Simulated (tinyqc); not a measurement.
Electron mobility in a silicon inversion layer, empirical terms and Matthiessen rule: two steps of the calculation.

Inversion layer of sheet density Ns on a uniformly doped body. The mobility terms are empirical power laws with prefactors chosen for the exercise; adding their inverses (Matthiessen) is itself an approximation.

Values chosen for this exercise; material values close to those of silicon:

| symbol | value | unit | meaning |
|---|---|---|---|
| T | 300 | K | temperature |
| eps_r | 11.9 |  | relative permittivity of the semiconductor |
| Nb | 1.3e18 | cm^-3 | body doping |
| eta | 0.5 |  | weight of the inversion charge in the effective field |
| Cox | 0.59 | uF/cm^2 | gate capacitance |
| Ap | 386 | cm^2/(V s) | phonon-limited mobility at 1 MV/cm and 300 K |
| As | 723 | cm^2/(V s) | roughness-limited mobility at 1 MV/cm |
| gs | 2 |  | exponent of the roughness term |
| Ac | 1500 | cm^2/(V s) | Coulomb prefactor |
| Nit | 2.3e10 | cm^-2 | charge at the interface |
| WL | 1 |  | ratio W/L |
| Vd | 0.05 | V | drain voltage |
| I | 3.09 | uA | measured linear current |

Constants: q = 1.602176634e-19 C, eps0 = 8.8541878128e-14 F/cm where lengths are in cm. Results are converted to the units shown.

Task 1. Inversion density for the measured current. I = (W/L) q Ns mu Vd. E = q (Ndep + eta Ns)/(eps0 eps_r) in MV/cm. With t = T/(300 K): muC = Ac (Ns/1e12 cm^-2) t/(Nb/1e17 cm^-3 + Nit/1e11 cm^-2), muP = Ap E^(-1/3) t^(-1.75), muS = As E^(-gs); 1/mu is the sum of the inverses. Ns(new) = I/((W/L) q mu Vd).

Ns at the start = 3.9e12 cm^-2
Ndep = 4.0987422e12 cm^-2

Give: E; mu; Ns after iteration 1.

Result 1.

E = 0.9198 MV/cm
mu = 168.0 cm^2/(V s)
Ns after iteration 1 = 2.295e12 cm^-2

Task 2. Split C-V extraction. Q(Vg) is the trapezoid sum of Cgc from the first point (where Q is taken as 0); mu_eff = I/((W/L) Q Vd); mu_FE = (dI/dVg)/((W/L) Cox Vd) with a backward difference. Listed from point 4 on.

| point | Vg (V) | Cgc (uF/cm^2) | I (uA) |
|---|---|---|---|
| 0 | 0.2 | 7.7447944e-6 | 1.9416740e-12 |
| 1 | 0.25 | 4.0448548e-5 | 5.2964595e-11 |
| 2 | 0.3 | 2.1120021e-4 | 1.4444077e-9 |
| 3 | 0.35 | 0.0011014263 | 3.9340976e-8 |
| 4 | 0.4 | 0.0057077142 | 1.0645040e-6 |
| 5 | 0.45 | 0.028641106 | 2.7854934e-5 |
| 6 | 0.5 | 0.12414225 | 6.2375462e-4 |
| 7 | 0.55 | 0.34332604 | 0.0083154286 |
| 8 | 0.6 | 0.51865291 | 0.046790941 |
| 9 | 0.65 | 0.57485937 | 0.13361183 |
| 10 | 0.7 | 0.58703972 | 0.26486416 |
| 11 | 0.75 | 0.58943091 | 0.43244171 |
| 12 | 0.8 | 0.58989096 | 0.62984629 |

Give: Q; mu_eff; mu_FE.

Result 2.

| point | Q (uC/cm^2) | mu_eff (cm^2/(V s)) | mu_FE (cm^2/(V s)) |
|---|---|---|---|
| 4 | 2.1054e-4 | 0.10112 | 6.9503e-4 |
| 5 | 0.0010693 | 0.52101 | 0.018163 |
| 6 | 0.0048888 | 2.5517 | 0.40400 |
| 7 | 0.016576 | 10.033 | 5.2147 |
| 8 | 0.038125 | 24.546 | 26.085 |
| 9 | 0.065463 | 40.821 | 58.862 |
| 10 | 0.094510 | 56.050 | 88.985 |
| 11 | 0.12392 | 69.793 | 113.61 |
| 12 | 0.15341 | 82.115 | 133.83 |

At the last point mu_FE is 63 % above mu_eff.

Computed by the program tinyqc: `OMP_NUM_THREADS=1 python tinyqc.py 2510141 2510142 out.jsonl`, one thread of a shared Intel Xeon 2.30GHz, about 0.01 s for the whole run.
